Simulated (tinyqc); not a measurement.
Rectangular fin or nanosheet with a gate all round, subbands and threshold shift from confinement: one step of the calculation.

Undoped body with a flat potential across it, hard walls, transport along x. Three valley pairs (g = 2 each) with the longitudinal mass along x, y or z. Non-parabolicity enters the subband edges through E (1 + al E) = gamma, so E = 2 gamma/(1 + sqrt(1 + 4 al gamma)); motion within a subband is taken as parabolic with the band-edge mass. Energies are counted from the bulk band edge.

Task. Lowest subbands. gamma = C pi^2 [a^2/(my (t + dl)^2) + b^2/(mz (H + dl)^2)], C = hbar^2/(2 m0). List the 5 lowest, labelled by valley axis and quantum numbers, with degeneracy g and N_k: N_k = g sqrt(2 mx m0 kB T/(pi hbar^2)).

Inputs (values chosen for the exercise); masses close to those of silicon:

| symbol | value | unit | meaning |
|---|---|---|---|
| T | 300 | K | temperature |
| ml | 0.92 | m0 | longitudinal mass |
| mt | 0.193 | m0 | transverse mass |
| al | 0 | 1/eV | non-parabolicity |
| t | 8.8 | nm | width (along y) |
| dl | 0 | nm | widening of the box by penetration into the insulator |
| H | 17.6 | nm | height (along z) |

Constants: q = 1.602176634e-19 C, kB = 1.380649e-23 J/K, hbar = 1.054571817e-34 J s, m0 = 9.1093837015e-31 kg, hbar^2/(2 m0) = 0.0380998212 eV nm^2. Results are converted to the units shown.

Give: E_k; g; N_k.

Result.

```
subband,E_k (eV),g,N_k (cm^-1)
"y1,1",0.01157,2,4.083e6
"z1,1",0.02648,2,4.083e6
"y2,1",0.02740,2,4.083e6
"y1,2",0.03044,2,4.083e6
"z1,2",0.03044,2,4.083e6
```

Program tinyqc, `OMP_NUM_THREADS=1 python tinyqc.py 2350075 2350076 out.jsonl`; Intel Xeon 2.30GHz, shared host, one thread, about 0.2 s.
